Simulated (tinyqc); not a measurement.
Worked calculation: Kane-Mele model of a buckled honeycomb layer in a normal field. Values are carried at full precision from step to step, so a last printed digit may differ when a step is redone from the rounded ones.

Sublattices A and B lie at +/-b, so the field gives them the energies +/-D, D = e b Ez (in eV for b in angstrom and Ez in V/angstrom); 2 lam is the gap at zero field. Near the valleys tau = +/-1, for spin sz = +/-1: H = hbar v (tau qx sx + qy sy) + m sz_AB with m = D - tau sz lam, hbar v = (sqrt3/2) a t. On the lattice the spin-orbit term is the second-neighbour hopping i (lam/3 sqrt3) nu sz, nu = +/-1 by the sense of the turn. The filled band of one cone contributes tau sign(m)/2 to the Chern number, in the sense Omega = curl of i<u|grad u>. Rashba terms are left out.

Constants: hbar^2/2m0 = 3.80998211 eV angstrom^2.

Values chosen for the exercise (of the size used for germanene; the results hold for these values, not for the real material):
- a = 3.99 angstrom (lattice constant)
- t = 1.42 eV (hopping)
- lam = 0.057 eV (spin-orbit half gap)
- b = 0.35 angstrom (half the buckling height)
- Ez = 0.054 V/angstrom (normal field at the atoms, after screening; 0.01 is 1 MV/cm, and gates reach some 0.05)
- q = 0.027 1/angstrom (distance from K along x)

## The four Dirac masses

Form D, hbar v, and for each flavour m, the gap 2|m|, the band mass 2c|m|/(hbar v)^2 with c = hbar^2/2m0, and the share of the Chern number.

D = 18.900 meV
hbar v = 4.9067 eV angstrom

Flavours:
```
tau  sz  m (meV)  gap (meV)  mass (m0)  share of C
1     1  -38.100     76.200    0.01206        -0.5
1    -1   75.900    151.800    0.02402         0.5
-1    1   75.900    151.800    0.02402        -0.5
-1   -1  -38.100     76.200    0.01206         0.5
```

## Invariants

C(up) and C(down) are the sums over valleys; spin Chern number (C(up) - C(down))/2; valley number, the sum for tau = +1 less that for tau = -1; Z2 index |C(up)| mod 2; critical field lam/b.

C(up), C(down): -1  1

spin Chern number = -1
valley number = 0
Z2 = 1
critical field = 0.1629 V/angstrom

|D| < lam: the masses of one spin have opposite signs in the two valleys, a quantum spin Hall insulator.

## Levels and curvature at distance q

E = sqrt(m^2 + (hbar v q)^2); curvature of the filled band Omega = tau (hbar v)^2 m/(2 E^3).

At q:
```
tau  sz  E (meV)  Omega (angstrom^2)
1     1  137.851              -175.1
1    -1  152.683               256.7
-1    1  152.683              -256.7
-1   -1  137.851               175.1
```

In each valley the two spins differ by 14.832 meV, with opposite order in the other valley.

## Checks

- Curvature formula against a plaquette: both -175.1.

Run: tinyqc, `OMP_NUM_THREADS=1 python tinyqc.py 1480546 1480547 out.jsonl`; Intel(R) Xeon(R) Processor @ 2.30GHz, one thread, shared host; about 0.01 s of CPU time with all checks.
